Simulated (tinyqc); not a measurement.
From results to parameters: diatomic chain. Computed by the program tinyqc.

Problem. A chain of two alternating masses has one spring constant k; at the zone edge omega^2 = 2k/M and 2k/m, and wavenumber = 521.4708 sqrt(omega^2) with omega^2 in eV/(angstrom^2 u). Find k, the heavier mass and the optical wavenumber at q = 0.

wavenumbers at the zone edge (cm^-1): 181.601108  585.272517
lighter mass = 18.100000 u

Solution. The upper value gives k = m omega^2/2, the ratio of the squares gives M/m, and at q = 0 omega^2 = 2k (1/m + 1/M), the sum of the two.

k = 11.400 eV/angstrom^2
heavier mass = 188.0000 u
optical wavenumber at q = 0 = 612.799 cm^-1
